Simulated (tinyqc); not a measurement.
Three-phonon processes in a diatomic chain: dispersion, energy and momentum conservation, and decay channels of optical phonons: one step, computed by the program tinyqc.

Cell length a, two atoms, one spring constant. x = q a/pi runs from -1 to 1; A and O are the acoustic and optical branches. Matrix elements are not computed: only conservation laws and occupation factors are followed.

Task: Band edges. omega^2 = k (1/m + 1/M) -/+ k sqrt((1/m + 1/M)^2 - 4 sin^2(pi x/2)/(m M)); nu = 15.6333042 THz x sqrt(omega^2) for eV/(angstrom^2 u). Acoustic top sqrt(2 k/M), optical bottom sqrt(2 k/m), optical top sqrt(2 k (1/m + 1/M)).

Inputs (values chosen for the exercise, for a model chain): light mass m = 10.8 u; heavy mass M = 51.8 u; spring constant k = 3.6 eV/angstrom^2.

Constants: nu for 1 eV/(angstrom^2 u) = 15.6333042 THz.

Give: acoustic top; optical bottom; optical top; optical top over twice the acoustic top; optical bottom over twice the acoustic top; optical width over acoustic top.

Result:

acoustic top = 5.828 THz

optical bottom = 12.76 THz

optical top = 14.03 THz

optical top over twice the acoustic top = 1.204

optical bottom over twice the acoustic top = 1.095

optical width over acoustic top = 0.2175

The zone-centre optical phonon lies above twice the acoustic top (M/m > 3), so its decay into two acoustic phonons is forbidden; at M/m > 4 energy alone forbids it for every optical phonon.
